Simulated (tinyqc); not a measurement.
Inside a calculation: two-band massive Dirac model of the K valleys. Values are carried at full precision from step to step, so a last printed digit may differ when a step is redone from the rounded ones.

Basis (conduction, valence): H = [[D/2, a t (tau kx - i ky)], [a t (tau kx + i ky), -D/2 + lam tau sz]], valley tau = +/-1, spin sz = +/-1. The gap of a spin and valley is G = D - lam tau sz. Berry curvature Omega = curl of i<u|grad u>; for the conduction band Omega_c = -tau 2 a^2 t^2 G/(G^2 + 4 a^2 t^2 k^2)^(3/2), and Omega_v = -Omega_c.

Constants: hbar^2/2m0 = 3.80998211 eV angstrom^2.

Values chosen for the exercise (near those used for monolayer WSe2; not measured data): a = 3.301 angstrom (lattice constant); D = 1.57 eV (gap parameter); t = 1.13 eV (effective hopping); lam = 0.204 eV (half the valence spin splitting); tau = -1 (valley); sz = -1 (spin); k = (0.001, 0.03) 1/angstrom (wave vector from the valley); h = 0.04 1/angstrom (side of the plaquette).

## Band edges of the four flavours

At k = 0: Ec = D/2, Ev = -D/2 + lam tau sz; mass m/m0 = c G/(a t)^2 for both bands, c = hbar^2/2m0; Omega_c(0) = -2 tau a^2 t^2/G^2.

Edges:
```
tau  sz  Ec (eV)  Ev (eV)  G (eV)  mass (m0)  Omega_c (angstrom^2)
1     1   0.7850  -0.5810  1.3660     0.3740               -14.913
1    -1   0.7850  -0.9890  1.7740     0.4858                -8.842
-1    1   0.7850  -0.9890  1.7740     0.4858                 8.842
-1   -1   0.7850  -0.5810  1.3660     0.3740                14.913
```

The top of the valence band has spin up at tau = +1 and spin down at tau = -1: spin and valley are locked, with 408 meV between the two valence bands (A and B transitions at 1.366 and 1.774 eV, without exciton binding).

## H at one k

Fill in the matrix and diagonalise: E = lam tau sz/2 -/+ sqrt(G^2/4 + a^2 t^2 k^2).

H (eV), rows c, v and columns alike:
```
[[0.7850, -0.0037-0.1119i],
 [-0.0037+0.1119i, -0.5810]]
```

levels (eV): [-0.5901, 0.7941]

cos(theta) = G/(E+ - E-) = 0.9868

## Curvature, orbital moment and circular dichroism

Omega_c from the formula; orbital moment of both bands m = -tau (a t)^2 G/(c (G^2 + 4 a^2 t^2 k^2)) in Bohr magnetons (charge -e), c = hbar^2/2m0; interband strengths |P+/-|^2 proportional to (1 +/- tau cos(theta))^2 for P+/- = Px +/- i Py, and eta = (|P+|^2 - |P-|^2)/(|P+|^2 + |P-|^2) = 2 tau cos(theta)/(1 + cos^2(theta)).

Omega_c = 14.332 angstrom^2
orbital moment = 2.603 muB
eta = -0.9999

All three change sign with the valley. The selection rule, exact at k = 0, still holds to 100.0 % here.

## The curvature from a plaquette

Corners counter-clockwise around k, from (-h/2, -h/2); upper eigenvector u with its first component real and positive; Omega = -(sum of arg <u_j|u_(j+1)>)/h^2.

Corners:
```
j       kx      ky      u_c                u_v  arg <u_j|u_j+1> (rad)
1  -0.0190  0.0100  0.99830   0.05162+0.02717i               0.002967
2   0.0210  0.0100  0.99801  -0.05700+0.02714i              -0.006066
3   0.0210  0.0500  0.98965  -0.05556+0.13228i              -0.014088
4  -0.0190  0.0500  0.98992   0.05031+0.13239i              -0.005498
```

Omega_c from the plaquette = 14.178 angstrom^2

The formula at the centre gives 14.332; the plaquette averages over its area.

## Checks

- Curvature formula against a plaquette of side 1e-4: both 14.332.
- Eta against the matrix elements of dH/dkx +/- i dH/dky: both -0.99991.

Program tinyqc; command `OMP_NUM_THREADS=1 python tinyqc.py 1452509 1452510 out.jsonl`; about 0.01 s on one thread of a shared Intel(R) Xeon(R) Processor @ 2.30GHz.
